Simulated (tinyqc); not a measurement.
Raman shift of the zone-centre optical phonon of a diamond-structure crystal under stress: one step, computed by the program tinyqc.

Axes x, y, z are the cube axes. Strain shifts the threefold optical mode and can split it; p, q and r are the phonon deformation potentials.

Question. Secular matrix and shifts. Secular matrix: M_xx = p eps_xx + q (eps_yy + eps_zz), M_xy = 2 r eps_xy; its eigenvalues are omega^2 - omega_0^2, and the shifts are these over 2 omega_0.

Inputs (values chosen for the exercise, modelled on diamond):

| quantity | value | unit |
|---|---|---|
| unstrained frequency omega_0 | 1330 | 1/cm |
| p/omega_0^2 | -2.73 | - |
| q/omega_0^2 | -1.75 | - |
| r/omega_0^2 | -1.97 | - |

Stress state: biaxial. Axis: [001].

strain (per mille):
```
           x          y           z
x  0.2071054  0.0000000   0.0000000
y  0.0000000  0.2071054   0.0000000
z  0.0000000  0.0000000  -0.0480780
```

Give: M/(2 omega_0); shifts, in rising order.

Answer.

M/(2 omega_0) (1/cm):
```
          x         y         z
x  -0.56106   0.00000   0.00000
y   0.00000  -0.56106   0.00000
z   0.00000   0.00000  -0.39475
```

shifts, in rising order (1/cm): -0.56106  -0.56106  -0.39475
